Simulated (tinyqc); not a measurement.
Thinning the film: dielectric confinement in a thin film (image charges).

A film |z| < t/2 of dielectric constant eps between half-spaces of dielectric constant e2; lam = (eps - e2)/(eps + e2), q = e^2/(4 pi eps0). The self-energy of a band edge is taken with the high-frequency value, e2 = eh, and the field of a fixed ion with the static one, e2 = eo. A charge at z has images lam^|n| at n t + (-1)^n z. Its self-energy is S(z) = (q/2 eps) sum over n >= 1 of lam^n [1/(n t - 2z) + 1/(n t + 2z)] for odd n and 2 lam^n/(n t) for even n; at the centre S(0) = -(q/(eps t)) ln(1 - lam).

Donor at the centre, lam from the static eo, trial function cos(pi z/t) exp(-rho/l): E(l) = c/(m l^2) - (q/eps) times the integral over k of F(k t) (1 + (k l/2)^2)^(-3/2), with F(x) = F0 + 2 lam exp(-x) G/(1 - lam exp(-x)), F0 = 2[(1 - exp(-x/2))/x + x (1 + exp(-x/2))/(x^2 + 4 pi^2)], G = 2 sinh(x/2)[1/x - x/(x^2 + 4 pi^2)]; c = hbar^2/2m0. The binding energy is -E at the minimum, counted from the subband edge with its self-energy.

Constants: e^2/(4 pi eps0) = 14.39964547 eV angstrom; hbar^2/2m0 = 3.80998211 eV angstrom^2; Ry = 13.60569312 eV.

Values chosen for the exercise (near those of an InGaAs film in vacuum; shifted at random, so the results belong to these values and not to a real crystal): eps = 13 (dielectric constant of the film); eh = 1 (high-frequency dielectric constant outside); eo = 1 (static dielectric constant outside); m = 0.046 m0 (mass in the plane); mz = 0.046 m0 (mass across the film); ts = (10, 15, 22, 32, 48, 70, 100) angstrom (thicknesses).

<S> is the mean over (2/t) cos^2(pi z/t); confinement c (pi/t)^2/mz; donor binding with and without images.

Results:
```
t (angstrom)  <S> (meV)  confinement (meV)  binding, no images (meV)  binding (meV)  l (angstrom)
10                236.7             8174.6                      13.8          242.1          31.6
15                157.8             3633.1                      13.4          184.6          37.5
22                107.6             1689.0                      12.9          141.7          44.1
32                 74.0              798.3                      12.3          108.7          51.8
48                 49.3              354.8                      11.5           81.0          61.7
70                 33.8              166.8                      10.6           61.4          72.6
100                23.7               81.7                       9.7           47.0          84.5
```

Between 100 and 10 angstrom the binding goes from 47.0 to 242.1 meV; quantum confinement alone would take it from 9.7 to 13.8, so the images supply +37.3 and +228.3 meV. |<S>| goes as 1/t and exceeds the confinement energy beyond 345 angstrom. Hard-wall energies above 300 meV (up to t = 48 angstrom) overstate the confinement: walls are finite and valleys non-parabolic.

Run: tinyqc, `OMP_NUM_THREADS=1 python tinyqc.py 1251616 1251617 out.jsonl`; Intel(R) Xeon(R) Processor @ 2.30GHz, one thread, shared host; about 0.06 s of CPU time with all checks.
